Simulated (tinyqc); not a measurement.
Input admittance of a MOSFET at zero drain bias: distributed channel and distributed gate: one step of the calculation.

Source and drain grounded, strong inversion, w = 2 pi f, Cox = eps0 eox/tox. The channel is an RC line of resistance 1/(mu Cox Vo) per square fed from both ends, so one finger has the intrinsic admittance y = i w Cox L tanh(g)/g per width, g = (1/2) sqrt(i w tau), tau = L^2/(mu Vo). The vertical resistance rv/L is in series with y, the overlaps 2 i w Cov in parallel: y_t = 1/(1/y + rv/L) + 2 i w Cov. The gate strip is a line of Rsh/L per length loaded by y_t, so a finger has Y = y_t Wf tanh(k)/k, k = (Wf/sd) sqrt(y_t Rsh/L); the device has Nf Y.

Task. Input impedance of the device. k and Y as defined; Z = 1/(Nf Y) = R + 1/(i w C); Q = |Im Z|/R; signal at the point farthest from a contact |1/cosh k|.

Parameters, values chosen for the exercise; values of the order met in silicon radio-frequency transistors: channel length L = 0.6 um; finger width Wf = 2.1 um; number of fingers Nf = 32; sheet resistance of the gate Rsh = 4.3 ohm/square; number of ends at which a finger is contacted sd = 2; frequency f = 18 GHz.

y_t = 104.38982+435.59668i uS/um

Give: k; Nf Y; R; C; Q; signal at the far point.

Result.

k = 0.046712+0.036840i
Nf Y = 7.047+29.256i mS
R = 7.7814 ohm
C = 273.69 fF
Q = 4.1518
signal at the far point = 0.99959

Program tinyqc, `OMP_NUM_THREADS=1 python tinyqc.py 2262098 2262099 out.jsonl`; Intel Xeon 2.30GHz, shared host, one thread, about 0.01 s.
